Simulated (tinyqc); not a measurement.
Free-carrier optics of a doped semiconductor (Drude model): one step. Plasma energy and damping. Three cases, with inputs chosen for the exercise.

Task: Evaluate Ep, tau, Gam, the plasma wavelength hc/Ep (hc = 1239.841984 eV nm) and the dc resistivity 1/(e N mu), e = 1.602176634e-19 C.

eps(E) = ei [1 - Ep^2/(E^2 + i E Gam)], with Ep^2 = 8 pi c (e^2/(4 pi eps0)) N/(m ei), c = hbar^2/2m0, N in 1/angstrom^3 (1e-24 per 1/cm^3); Gam = hbar/tau, tau = mu m m0/e with m0/e = 5.685630e-12 kg/C and mu in m^2/(V s). Energies in meV.

Constants: hbar^2/2m0 = 3.80998211 eV angstrom^2; e^2/(4 pi eps0) = 14.39964547 eV angstrom; hbar = 6.58211957e-16 eV s.

Give: Ep; tau; Gam; plasma wavelength; rho.

Case 1.

Values chosen (mass and dielectric values near those of Si; N and mu are free inputs; interband absorption and the rise of the mass with filling are left out; shifted at random, so the results belong to these values and not to a real crystal): N = 2.7e+19 1/cm^3 (carrier density); m = 0.286 m0 (conductivity mass); mu = 65 cm^2/(V s) (mobility); ei = 11.59 (high-frequency dielectric constant).

Result:

Ep = 105.98 meV
tau = 10.57 fs
Gam = 62.27 meV
plasma wavelength = 11.70 micrometre
rho = 0.00356 ohm cm

Ep/Gam = 1.70: the edge is smeared by scattering.

Case 2.

Values chosen (mass and dielectric values near those of Si; N and mu are free inputs; interband absorption and the rise of the mass with filling are left out; shifted at random, so the results belong to these values and not to a real crystal): N = 1.6e+19 1/cm^3 (carrier density); m = 0.247 m0 (conductivity mass); mu = 95 cm^2/(V s) (mobility); ei = 11.88 (high-frequency dielectric constant).

Result:

Ep = 86.71 meV
tau = 13.34 fs
Gam = 49.34 meV
plasma wavelength = 14.30 micrometre
rho = 0.00411 ohm cm

Ep/Gam = 1.76: the edge is smeared by scattering.

Case 3.

Values chosen (mass and dielectric values near those of Si; N and mu are free inputs; interband absorption and the rise of the mass with filling are left out; shifted at random, so the results belong to these values and not to a real crystal): N = 2.4e+19 1/cm^3 (carrier density); m = 0.273 m0 (conductivity mass); mu = 120 cm^2/(V s) (mobility); ei = 11.83 (high-frequency dielectric constant).

Result:

Ep = 101.23 meV
tau = 18.63 fs
Gam = 35.34 meV
plasma wavelength = 12.25 micrometre
rho = 0.00217 ohm cm

Ep/Gam = 2.86: the edge is smeared by scattering.

Computed by tinyqc, one run a case: `OMP_NUM_THREADS=1 python tinyqc.py N N+1 out.jsonl` with N = 1651218, 1651273, 1651462; one thread of a shared Intel(R) Xeon(R) Processor @ 2.30GHz, about 0.01 s a run at most.
